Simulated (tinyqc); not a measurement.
Inside a calculation. Method: CISD on RHF in the sto-3g basis, for H3+, spin multiplicity 1. One step of it, computed by the program tinyqc.

Task: Orthogonalisation. S = U s U^T; symmetric (Loewdin) form X = U s^(-1/2) U^T, so that X^T S X = 1.

overlap S, order 1H 1s, 2H 1s, 3H 1s:
$$\begin{pmatrix}
1.000000 & 0.371668 & 0.327837 \\
0.371668 & 1.000000 & 0.328043 \\
0.327837 & 0.328043 & 1.000000
\end{pmatrix}$$

Give: eigenvalues of S; X.

Result:

eigenvalues of S: [0.628, 0.686, 1.685]

X, order 1H 1s, 2H 1s, 3H 1s:
$$\begin{pmatrix}
1.084 & -0.177 & -0.143 \\
-0.177 & 1.085 & -0.143 \\
-0.143 & -0.143 & 1.070
\end{pmatrix}$$
